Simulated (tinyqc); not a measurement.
Inside a calculation (part 1 of 2). Method: UHF in the sto-3g basis, for BeH, spin multiplicity 2. This run ends on a higher stationary point, not on the lowest solution. Computed by tinyqc, a small Python program that keeps every step (integrals from PySCF). Settings: charge = 0, multiplicity = 2, basis = sto-3g, energy threshold = 1e-10, iteration cap = 72, orthogonalisation = symmetric, start = core, DIIS depth = 4, DIIS from iteration = 2, method = UHF. Command: `OMP_NUM_THREADS=1 python tinyqc.py 24313 24314 out.jsonl` (the two numbers bound the seeds that draw the settings). One thread of a shared host (Intel(R) Xeon(R) Processor @ 2.60GHz), about 0.1 s of CPU time with the checks. Later iterations appear only in the table of the cycle.

## One-electron integrals

Geometry (angstrom):
```
atom,x,y,z
Be,0.000000,0.000000,0.000000
H,0.000000,0.000000,1.358000
```

Basis sto-3g: exponents (1/bohr^2) and contraction coefficients of normalised primitives:
```
element,l (shell),exponent,coefficient
Be,s (1),30.167871,0.154329
Be,s (1),5.495115,0.535328
Be,s (1),1.487193,0.444635
Be,s (2),1.314833,-0.099967
Be,s (2),0.305539,0.399513
Be,s (2),0.099371,0.700115
Be,p (3),1.314833,0.155916
Be,p (3),0.305539,0.607684
Be,p (3),0.099371,0.391957
H,s (1),3.425251,0.154329
H,s (1),0.623914,0.535328
H,s (1),0.168855,0.444635
```

Overlap, kinetic and nuclear-attraction integrals over the contracted functions; the nuclear repulsion is the sum of Za Zb / Rab.

nuclear repulsion = 1.55869576 hartree

overlap S, lower triangle:
```
,1Be 1s,1Be 2s,1Be 2px,1Be 2py,1Be 2pz,2H 1s
1Be 1s,1.000000
1Be 2s,0.259517,1.000000
1Be 2px,0.000000,0.000000,1.000000
1Be 2py,0.000000,0.000000,0.000000,1.000000
1Be 2pz,0.000000,0.000000,0.000000,0.000000,1.000000
2H 1s,0.066781,0.452701,0.000000,0.000000,0.520780,1.000000
```

kinetic energy T (hartree), lower triangle:
```
,1Be 1s,1Be 2s,1Be 2px,1Be 2py,1Be 2pz,2H 1s
1Be 1s,6.693975
1Be 2s,-0.033012,0.211111
1Be 2px,0.000000,0.000000,0.660592
1Be 2py,0.000000,0.000000,0.000000,0.660592
1Be 2pz,0.000000,0.000000,0.000000,0.000000,0.660592
2H 1s,-0.016148,0.066350,0.000000,0.000000,0.187927,0.760032
```

nuclear attraction V (hartree), lower triangle:
```
,1Be 1s,1Be 2s,1Be 2px,1Be 2py,1Be 2pz,2H 1s
1Be 1s,-14.950766
1Be 2s,-2.000373,-2.678832
1Be 2px,0.000000,0.000000,-2.622241
1Be 2py,0.000000,0.000000,0.000000,-2.622241
1Be 2pz,-0.017525,-0.146259,0.000000,0.000000,-2.736796
2H 1s,-0.516412,-1.226761,0.000000,0.000000,-1.396606,-2.773843
```

core Hamiltonian H = T + V (hartree), lower triangle:
```
,1Be 1s,1Be 2s,1Be 2px,1Be 2py,1Be 2pz,2H 1s
1Be 1s,-8.256791
1Be 2s,-2.033385,-2.467721
1Be 2px,0.000000,0.000000,-1.961649
1Be 2py,0.000000,0.000000,0.000000,-1.961649
1Be 2pz,-0.017525,-0.146259,0.000000,0.000000,-2.076204
2H 1s,-0.532560,-1.160411,0.000000,0.000000,-1.208680,-2.013811
```

## Two-electron integrals

Functions are numbered as in S; the eight-fold symmetry (ij|kl) = (ji|kl) = (kl|ij) leaves the list below.

Two-electron integrals (ij|kl) in chemists' order, unique and non-zero (hartree):
```
i,j,k,l,(ij|kl)
1,1,1,1,2.298831
2,1,1,1,0.392036
2,1,2,1,0.079539
2,2,1,1,0.570988
2,2,2,1,0.143041
2,2,2,2,0.417683
3,1,3,1,0.014607
3,2,3,1,0.021888
3,2,3,2,0.092265
3,3,1,1,0.569578
3,3,2,1,0.143083
3,3,2,2,0.417589
3,3,3,3,0.449859
4,1,4,1,0.014607
4,2,4,1,0.021888
4,2,4,2,0.092265
4,3,4,3,0.024249
4,4,1,1,0.569578
4,4,2,1,0.143083
4,4,2,2,0.417589
4,4,3,3,0.401360
4,4,4,4,0.449859
5,1,5,1,0.014607
5,2,5,1,0.021888
5,2,5,2,0.092265
5,3,5,3,0.024249
5,4,5,4,0.024249
5,5,1,1,0.569578
5,5,2,1,0.143083
5,5,2,2,0.417589
5,5,3,3,0.401360
5,5,4,4,0.401360
5,5,5,5,0.449859
6,1,1,1,0.099848
6,1,2,1,0.020240
6,1,2,2,0.036663
6,1,3,3,0.036396
6,1,4,4,0.036396
6,1,5,1,0.001815
6,1,5,2,0.003393
6,1,5,5,0.037218
6,1,6,1,0.005408
6,2,1,1,0.221393
6,2,2,1,0.056162
6,2,2,2,0.176102
6,2,3,3,0.169680
6,2,4,4,0.169680
6,2,5,1,0.007387
6,2,5,2,0.043496
6,2,5,5,0.188789
6,2,6,1,0.015792
6,2,6,2,0.106550
6,3,3,1,0.005416
6,3,3,2,0.024672
6,3,5,3,0.007733
6,3,6,3,0.010411
6,4,4,1,0.005416
6,4,4,2,0.024672
6,4,5,4,0.007733
6,4,6,4,0.010411
6,5,1,1,0.230293
6,5,2,1,0.059178
6,5,2,2,0.194735
6,5,3,3,0.183213
6,5,4,4,0.183213
6,5,5,1,0.012103
6,5,5,2,0.068046
6,5,5,5,0.217579
6,5,6,1,0.017479
6,5,6,2,0.134589
6,5,6,5,0.176553
6,6,1,1,0.386277
6,6,2,1,0.099816
6,6,2,2,0.348841
6,6,3,3,0.323494
6,6,4,4,0.323494
6,6,5,1,0.016161
6,6,5,2,0.119990
6,6,5,5,0.399257
6,6,6,1,0.028961
6,6,6,2,0.262921
6,6,6,5,0.353986
6,6,6,6,0.774606
```

## Orthogonalisation

S = U s U^T; symmetric (Loewdin) form X = U s^(-1/2) U^T, so that X^T S X = 1.

eigenvalues of S: 0.301377  0.793738  1.000000  1.000000  1.173255  1.731629

X, lower triangle:
```
,1Be 1s,1Be 2s,1Be 2px,1Be 2py,1Be 2pz,2H 1s
1Be 1s,1.027640
1Be 2s,-0.145751,1.153588
1Be 2px,0.000000,0.000000,1.000000
1Be 2py,0.000000,0.000000,0.000000,1.000000
1Be 2pz,-0.011461,0.143197,0.000000,0.000000,1.161455
2H 1s,0.021554,-0.343334,0.000000,0.000000,-0.388396,1.284463
```

## Starting guess

The start is the orbitals of the core Hamiltonian; D(s) = C_occ C_occ^T for each spin.

D(alpha) at the start, lower triangle:
```
,1Be 1s,1Be 2s,1Be 2px,1Be 2py,1Be 2pz,2H 1s
1Be 1s,1.040628
1Be 2s,-0.138045,0.442439
1Be 2px,0.000000,0.000000,0.232892
1Be 2py,0.000000,0.000000,-0.422674,0.767108
1Be 2pz,-0.100109,0.378146,0.000000,0.000000,0.323516
2H 1s,-0.027266,0.128604,0.000000,0.000000,0.110146,0.037547
```

D(beta) at the start, lower triangle:
```
,1Be 1s,1Be 2s,1Be 2px,1Be 2py,1Be 2pz,2H 1s
1Be 1s,1.040628
1Be 2s,-0.138045,0.442439
1Be 2px,0.000000,0.000000,0.000000
1Be 2py,0.000000,0.000000,0.000000,0.000000
1Be 2pz,-0.100109,0.378146,0.000000,0.000000,0.323516
2H 1s,-0.027266,0.128604,0.000000,0.000000,0.110146,0.037547
```

## Iteration 1: building the Fock matrix

J_ij = sum D_kl (ij|kl) with D = D(alpha) + D(beta), K_ij = sum D_kl (ik|jl) for each spin; F = H + J - K(s); E = tr D H + tr D J / 2 - 0.5 sum_s tr D(s) K(s) + E_nn.

Coulomb J (hartree), lower triangle:
```
,1Be 1s,1Be 2s,1Be 2px,1Be 2py,1Be 2pz,2H 1s
1Be 1s,6.244816
1Be 2s,1.194496,2.365354
1Be 2px,0.000000,0.000000,2.336624
1Be 2py,0.000000,0.000000,-0.020499,2.362533
1Be 2pz,0.037407,0.191789,0.000000,0.000000,2.387280
2H 1s,0.311368,1.072389,0.000000,0.000000,1.212708,2.160578
```

exchange K(alpha) (hartree), lower triangle:
```
,1Be 1s,1Be 2s,1Be 2px,1Be 2py,1Be 2pz,2H 1s
1Be 1s,2.338876
1Be 2s,0.417548,0.406006
1Be 2px,0.000000,0.000000,0.189339
1Be 2py,0.000000,0.000000,-0.179894,0.416706
1Be 2pz,0.011708,0.238450,0.000000,0.000000,0.291167
2H 1s,0.115645,0.309997,0.000000,0.000000,0.298489,0.387338
```

exchange K(beta) (hartree), lower triangle:
```
,1Be 1s,1Be 2s,1Be 2px,1Be 2py,1Be 2pz,2H 1s
1Be 1s,2.324270
1Be 2s,0.395660,0.313741
1Be 2px,0.000000,0.000000,0.065969
1Be 2py,0.000000,0.000000,0.000000,0.065969
1Be 2pz,0.011708,0.238450,0.000000,0.000000,0.266917
2H 1s,0.110228,0.285325,0.000000,0.000000,0.290756,0.376927
```

F(alpha) (hartree), lower triangle:
```
,1Be 1s,1Be 2s,1Be 2px,1Be 2py,1Be 2pz,2H 1s
1Be 1s,-4.350851
1Be 2s,-1.256437,-0.508373
1Be 2px,0.000000,0.000000,0.185636
1Be 2py,0.000000,0.000000,0.159395,-0.015822
1Be 2pz,0.008173,-0.192920,0.000000,0.000000,0.019909
2H 1s,-0.336837,-0.398019,0.000000,0.000000,-0.294461,-0.240571
```

F(beta) (hartree), lower triangle:
```
,1Be 1s,1Be 2s,1Be 2px,1Be 2py,1Be 2pz,2H 1s
1Be 1s,-4.336245
1Be 2s,-1.234549,-0.416109
1Be 2px,0.000000,0.000000,0.309007
1Be 2py,0.000000,0.000000,-0.020499,0.334916
1Be 2pz,0.008173,-0.192920,0.000000,0.000000,0.044158
2H 1s,-0.331421,-0.373347,0.000000,0.000000,-0.286728,-0.230160
```

total energy of this density = -14.65837969 hartree

## Iteration 1: diagonalisation and new density

Diagonalise F' = X^T F X, C = X C', fill 3 alpha and 2 beta electrons from the bottom; D(s) = C_occ C_occ^T. Each column has its largest component positive (the first on a tie).

F' = X^T F X (alpha) (hartree), lower triangle:
```
,1,2,3,4,5,6
1,-4.242337
2,-0.681454,-0.127947
3,0.000000,0.000000,0.185636
4,0.000000,0.000000,0.159395,-0.015822
5,0.021426,-0.029709,0.000000,0.000000,0.226245
6,-0.056586,-0.342255,0.000000,0.000000,-0.386033,0.137362
```

orbital energies (alpha) (hartree): MO1 -4.355004, MO2 -0.408184, MO3 -0.103648, MO4 0.118269, MO5 0.273463, MO6 0.638242

coefficients C (alpha):
```
,MO1,MO2,MO3,MO4,MO5,MO6
1Be 1s,0.990988,-0.192008,0.000000,-0.219607,0.000000,0.103601
1Be 2s,0.033317,0.530234,0.000000,0.842630,0.000000,-0.705768
1Be 2px,0.000000,0.000000,-0.482589,0.000000,0.875847,0.000000
1Be 2py,0.000000,0.000000,0.875847,0.000000,0.482589,0.000000
1Be 2pz,0.000468,0.335129,0.000000,-0.541603,0.000000,-1.055851
2H 1s,-0.001885,0.483646,0.000000,-0.311984,0.000000,1.260075
```

F' = X^T F X (beta) (hartree), lower triangle:
```
,1,2,3,4,5,6
1,-4.231419
2,-0.672885,-0.030252
3,0.000000,0.000000,0.309007
4,0.000000,0.000000,-0.020499,0.334916
5,0.021714,-0.025221,0.000000,0.000000,0.252677
6,-0.056869,-0.342278,0.000000,0.000000,-0.386146,0.139579
```

orbital energies (beta) (hartree): MO1 -4.339244, MO2 -0.369416, MO3 0.176482, MO4 0.297712, MO5 0.346211, MO6 0.662763

coefficients C (beta):
```
,MO1,MO2,MO3,MO4,MO5,MO6
1Be 1s,0.992521,-0.172980,-0.223773,0.000000,0.000000,0.113095
1Be 2s,0.027573,0.461570,0.850973,0.000000,0.000000,-0.743257
1Be 2px,0.000000,0.000000,0.000000,0.875847,-0.482589,0.000000
1Be 2py,0.000000,0.000000,0.000000,0.482589,0.875847,0.000000
1Be 2pz,-0.000458,0.340227,-0.552240,0.000000,0.000000,-1.048686
2H 1s,-0.000398,0.532626,-0.245417,0.000000,0.000000,1.255037
```

D(alpha) after iteration 1, lower triangle:
```
,1Be 1s,1Be 2s,1Be 2px,1Be 2py,1Be 2pz,2H 1s
1Be 1s,1.018924
1Be 2s,-0.068793,0.282258
1Be 2px,0.000000,0.000000,0.232892
1Be 2py,0.000000,0.000000,-0.422674,0.767108
1Be 2pz,-0.063883,0.177712,0.000000,0.000000,0.112312
2H 1s,-0.094732,0.256383,0.000000,0.000000,0.162083,0.233917
```

D(beta) after iteration 1, lower triangle:
```
,1Be 1s,1Be 2s,1Be 2px,1Be 2py,1Be 2pz,2H 1s
1Be 1s,1.015019
1Be 2s,-0.052475,0.213807
1Be 2px,0.000000,0.000000,0.000000
1Be 2py,0.000000,0.000000,0.000000,0.000000
1Be 2pz,-0.059307,0.157026,0.000000,0.000000,0.115755
2H 1s,-0.092529,0.245833,0.000000,0.000000,0.181214,0.283691
```

## Iteration 2: building the Fock matrix

As before.

Coulomb J (hartree), lower triangle:
```
,1Be 1s,1Be 2s,1Be 2px,1Be 2py,1Be 2pz,2H 1s
1Be 1s,6.106372
1Be 2s,1.165889,2.324108
1Be 2px,0.000000,0.000000,2.285168
1Be 2py,0.000000,0.000000,-0.020499,2.311076
1Be 2pz,0.034470,0.207622,0.000000,0.000000,2.366630
2H 1s,0.303900,1.093679,0.000000,0.000000,1.259146,2.322630
```

exchange K(alpha) (hartree), lower triangle:
```
,1Be 1s,1Be 2s,1Be 2px,1Be 2py,1Be 2pz,2H 1s
1Be 1s,2.320407
1Be 2s,0.425774,0.400567
1Be 2px,0.000000,0.000000,0.180575
1Be 2py,0.000000,0.000000,-0.179894,0.407942
1Be 2pz,-0.001866,0.207952,0.000000,0.000000,0.257117
2H 1s,0.109506,0.343164,0.000000,0.000000,0.326262,0.534528
```

exchange K(beta) (hartree), lower triangle:
```
,1Be 1s,1Be 2s,1Be 2px,1Be 2py,1Be 2pz,2H 1s
1Be 1s,2.304576
1Be 2s,0.403800,0.287886
1Be 2px,0.000000,0.000000,0.051947
1Be 2py,0.000000,0.000000,0.000000,0.051947
1Be 2pz,-0.000940,0.207406,0.000000,0.000000,0.244489
2H 1s,0.105254,0.316874,0.000000,0.000000,0.337406,0.559198
```

F(alpha) (hartree), lower triangle:
```
,1Be 1s,1Be 2s,1Be 2px,1Be 2py,1Be 2pz,2H 1s
1Be 1s,-4.470826
1Be 2s,-1.293270,-0.544180
1Be 2px,0.000000,0.000000,0.142944
1Be 2py,0.000000,0.000000,0.159395,-0.058514
1Be 2pz,0.018810,-0.146589,0.000000,0.000000,0.033309
2H 1s,-0.338166,-0.409897,0.000000,0.000000,-0.275796,-0.225708
```

F(beta) (hartree), lower triangle:
```
,1Be 1s,1Be 2s,1Be 2px,1Be 2py,1Be 2pz,2H 1s
1Be 1s,-4.454995
1Be 2s,-1.271296,-0.431499
1Be 2px,0.000000,0.000000,0.271572
1Be 2py,0.000000,0.000000,-0.020499,0.297481
1Be 2pz,0.017884,-0.146044,0.000000,0.000000,0.045937
2H 1s,-0.333914,-0.383606,0.000000,0.000000,-0.286940,-0.250378
```

total energy of this density = -14.80814414 hartree

## Iteration 2: diagonalisation and new density

As before.

F' = X^T F X (alpha) (hartree), lower triangle:
```
,1,2,3,4,5,6
1,-4.358843
2,-0.702325,-0.141430
3,0.000000,0.000000,0.142944
4,0.000000,0.000000,0.159395,-0.058514
5,0.022952,0.028193,0.000000,0.000000,0.245532
6,-0.048770,-0.372975,0.000000,0.000000,-0.391776,0.164131
```

orbital energies (alpha) (hartree): MO1 -4.475318, MO2 -0.396912, MO3 -0.146341, MO4 0.079054, MO5 0.230770, MO6 0.702566

coefficients C (alpha):
```
,MO1,MO2,MO3,MO4,MO5,MO6
1Be 1s,0.990748,-0.199510,0.000000,-0.206993,0.000000,0.116841
1Be 2s,0.034488,0.556868,0.000000,0.783541,0.000000,-0.751774
1Be 2px,0.000000,0.000000,-0.482589,0.000000,0.875847,0.000000
1Be 2py,0.000000,0.000000,0.875847,0.000000,0.482589,0.000000
1Be 2pz,-0.001553,0.278441,0.000000,-0.600556,0.000000,-1.040320
2H 1s,-0.003202,0.497990,0.000000,-0.287981,0.000000,1.260199
```

F' = X^T F X (beta) (hartree), lower triangle:
```
,1,2,3,4,5,6
1,-4.346271
2,-0.696742,-0.020265
3,0.000000,0.000000,0.271572
4,0.000000,0.000000,-0.020499,0.297481
5,0.022067,0.038045,0.000000,0.000000,0.268460
6,-0.050071,-0.368466,0.000000,0.000000,-0.400894,0.126627
```

orbital energies (beta) (hartree): MO1 -4.458287, MO2 -0.369025, MO3 0.134171, MO4 0.260277, MO5 0.308776, MO6 0.721690

coefficients C (beta):
```
,MO1,MO2,MO3,MO4,MO5,MO6
1Be 1s,0.992285,-0.167213,-0.220696,0.000000,0.000000,0.128791
1Be 2s,0.028678,0.431572,0.819776,0.000000,0.000000,-0.794533
1Be 2px,0.000000,0.000000,0.000000,0.875847,-0.482589,0.000000
1Be 2py,0.000000,0.000000,0.000000,0.482589,0.875847,0.000000
1Be 2pz,-0.002344,0.292846,-0.593418,0.000000,0.000000,-1.040460
2H 1s,-0.001474,0.585706,-0.199852,0.000000,0.000000,1.239373
```

D(alpha) after iteration 2, lower triangle:
```
,1Be 1s,1Be 2s,1Be 2px,1Be 2py,1Be 2pz,2H 1s
1Be 1s,1.021386
1Be 2s,-0.076932,0.311292
1Be 2px,0.000000,0.000000,0.232892
1Be 2py,0.000000,0.000000,-0.422674,0.767108
1Be 2pz,-0.057090,0.155001,0.000000,0.000000,0.077532
2H 1s,-0.102527,0.277205,0.000000,0.000000,0.138666,0.248005
```

D(beta) after iteration 2, lower triangle:
```
,1Be 1s,1Be 2s,1Be 2px,1Be 2py,1Be 2pz,2H 1s
1Be 1s,1.012590
1Be 2s,-0.043708,0.187077
1Be 2px,0.000000,0.000000,0.000000
1Be 2py,0.000000,0.000000,0.000000,0.000000
1Be 2pz,-0.051294,0.126317,0.000000,0.000000,0.085764
2H 1s,-0.099400,0.252732,0.000000,0.000000,0.171525,0.343053
```

## Iteration 3: building the Fock matrix

As before.

Coulomb J (hartree), lower triangle:
```
,1Be 1s,1Be 2s,1Be 2px,1Be 2py,1Be 2pz,2H 1s
1Be 1s,6.093834
1Be 2s,1.162997,2.319638
1Be 2px,0.000000,0.000000,2.280301
1Be 2py,0.000000,0.000000,-0.020499,2.306210
1Be 2pz,0.033306,0.205032,0.000000,0.000000,2.362947
2H 1s,0.302981,1.093350,0.000000,0.000000,1.259932,2.332555
```

exchange K(alpha) (hartree), lower triangle:
```
,1Be 1s,1Be 2s,1Be 2px,1Be 2py,1Be 2pz,2H 1s
1Be 1s,2.320764
1Be 2s,0.424856,0.413274
1Be 2px,0.000000,0.000000,0.182818
1Be 2py,0.000000,0.000000,-0.179894,0.410185
1Be 2pz,-0.003059,0.197817,0.000000,0.000000,0.238771
2H 1s,0.108034,0.346543,0.000000,0.000000,0.310918,0.530193
```

exchange K(beta) (hartree), lower triangle:
```
,1Be 1s,1Be 2s,1Be 2px,1Be 2py,1Be 2pz,2H 1s
1Be 1s,2.302495
1Be 2s,0.403884,0.283409
1Be 2px,0.000000,0.000000,0.049836
1Be 2py,0.000000,0.000000,0.000000,0.049836
1Be 2pz,-0.001928,0.199758,0.000000,0.000000,0.235916
2H 1s,0.104581,0.319564,0.000000,0.000000,0.339276,0.585685
```

F(alpha) (hartree), lower triangle:
```
,1Be 1s,1Be 2s,1Be 2px,1Be 2py,1Be 2pz,2H 1s
1Be 1s,-4.483722
1Be 2s,-1.295243,-0.561357
1Be 2px,0.000000,0.000000,0.135835
1Be 2py,0.000000,0.000000,0.159395,-0.065623
1Be 2pz,0.018839,-0.139044,0.000000,0.000000,0.047971
2H 1s,-0.337614,-0.413604,0.000000,0.000000,-0.259666,-0.211449
```

F(beta) (hartree), lower triangle:
```
,1Be 1s,1Be 2s,1Be 2px,1Be 2py,1Be 2pz,2H 1s
1Be 1s,-4.465452
1Be 2s,-1.274272,-0.431492
1Be 2px,0.000000,0.000000,0.268817
1Be 2py,0.000000,0.000000,-0.020499,0.294726
1Be 2pz,0.017709,-0.140985,0.000000,0.000000,0.050827
2H 1s,-0.334160,-0.386625,0.000000,0.000000,-0.288024,-0.266941
```

total energy of this density = -14.81404503 hartree

## Iteration 3: DIIS over 2 matrices

error matrix X^T (FDS - SDF) X (alpha):
```
,1,2,3,4,5,6
1,0.000000,-0.000327,0.000000,0.000000,0.002982,0.001881
2,0.000327,0.000000,0.000000,0.000000,-0.013082,-0.013371
3,0.000000,0.000000,0.000000,0.000000,0.000000,0.000000
4,0.000000,0.000000,0.000000,0.000000,0.000000,0.000000
5,-0.002982,0.013082,0.000000,0.000000,0.000000,0.005980
6,-0.001881,0.013371,0.000000,0.000000,-0.005980,0.000000
```

B (overlaps of the stored error matrices):
```
,1,2
1,7.5612101e-03,2.5533899e-03
2,2.5533899e-03,1.3928737e-03
```

Minimise |sum c_i e_i|^2 with sum c_i = 1: solve [B -1; -1 0][c; lambda] = [0; -1] with B_ij = tr e_i^T e_j summed over both spins, and take F = sum c_i F_i.

DIIS coefficients: -0.301644  1.301644

extrapolated F(alpha) (hartree), lower triangle:
```
,1Be 1s,1Be 2s,1Be 2px,1Be 2py,1Be 2pz,2H 1s
1Be 1s,-4.487611
1Be 2s,-1.295839,-0.566539
1Be 2px,0.000000,0.000000,0.133691
1Be 2py,0.000000,0.000000,0.159395,-0.067768
1Be 2pz,0.018848,-0.136768,0.000000,0.000000,0.052394
2H 1s,-0.337447,-0.414722,0.000000,0.000000,-0.254801,-0.207147
```

extrapolated F(beta) (hartree), lower triangle:
```
,1Be 1s,1Be 2s,1Be 2px,1Be 2py,1Be 2pz,2H 1s
1Be 1s,-4.468607
1Be 2s,-1.275169,-0.431490
1Be 2px,0.000000,0.000000,0.267986
1Be 2py,0.000000,0.000000,-0.020499,0.293894
1Be 2pz,0.017656,-0.139459,0.000000,0.000000,0.052301
2H 1s,-0.334234,-0.387536,0.000000,0.000000,-0.288351,-0.271937
```

## Iteration 3: diagonalisation and new density

As before.

F' = X^T F X (alpha) (hartree), lower triangle:
```
,1,2,3,4,5,6
1,-4.376180
2,-0.700119,-0.163024
3,0.000000,0.000000,0.133691
4,0.000000,0.000000,0.159395,-0.067768
5,0.021235,0.036466,0.000000,0.000000,0.258492
6,-0.046764,-0.379585,0.000000,0.000000,-0.380080,0.180994
```

orbital energies (alpha) (hartree): MO1 -4.492002, MO2 -0.393249, MO3 -0.155594, MO4 0.075582, MO5 0.221517, MO6 0.709949

coefficients C (alpha):
```
,MO1,MO2,MO3,MO4,MO5,MO6
1Be 1s,0.990843,-0.210437,0.000000,-0.195343,0.000000,0.116926
1Be 2s,0.034263,0.600856,0.000000,0.750198,0.000000,-0.751926
1Be 2px,0.000000,0.000000,-0.482589,0.000000,0.875847,0.000000
1Be 2py,0.000000,0.000000,0.875847,0.000000,0.482589,0.000000
1Be 2pz,-0.001435,0.247018,0.000000,-0.616956,0.000000,-1.038658
2H 1s,-0.003583,0.478710,0.000000,-0.312679,0.000000,1.261782
```

F' = X^T F X (beta) (hartree), lower triangle:
```
,1,2,3,4,5,6
1,-4.359456
2,-0.699679,-0.016247
3,0.000000,0.000000,0.267986
4,0.000000,0.000000,-0.020499,0.293894
5,0.020200,0.047911,0.000000,0.000000,0.277708
6,-0.048698,-0.369522,0.000000,0.000000,-0.399589,0.098686
```

orbital energies (beta) (hartree): MO1 -4.471909, MO2 -0.376877, MO3 0.130748, MO4 0.256691, MO5 0.305189, MO6 0.718729

coefficients C (beta):
```
,MO1,MO2,MO3,MO4,MO5,MO6
1Be 1s,0.992277,-0.164094,-0.221465,0.000000,0.000000,0.131520
1Be 2s,0.028780,0.413896,0.823466,0.000000,0.000000,-0.800099
1Be 2px,0.000000,0.000000,0.000000,0.875847,-0.482589,0.000000
1Be 2py,0.000000,0.000000,0.000000,0.482589,0.875847,0.000000
1Be 2pz,-0.002202,0.272400,-0.589025,0.000000,0.000000,-1.048479
2H 1s,-0.001737,0.611303,-0.203521,0.000000,0.000000,1.226346
```

D(alpha) after iteration 3, lower triangle:
```
,1Be 1s,1Be 2s,1Be 2px,1Be 2py,1Be 2pz,2H 1s
1Be 1s,1.026054
1Be 2s,-0.092493,0.362202
1Be 2px,0.000000,0.000000,0.232892
1Be 2py,0.000000,0.000000,-0.422674,0.767108
1Be 2pz,-0.053403,0.148373,0.000000,0.000000,0.061020
2H 1s,-0.104288,0.287513,0.000000,0.000000,0.118255,0.229176
```

D(beta) after iteration 3, lower triangle:
```
,1Be 1s,1Be 2s,1Be 2px,1Be 2py,1Be 2pz,2H 1s
1Be 1s,1.011540
1Be 2s,-0.039360,0.172138
1Be 2px,0.000000,0.000000,0.000000
1Be 2py,0.000000,0.000000,0.000000,0.000000
1Be 2pz,-0.046884,0.112682,0.000000,0.000000,0.074207
2H 1s,-0.102035,0.252966,0.000000,0.000000,0.166523,0.373694
```
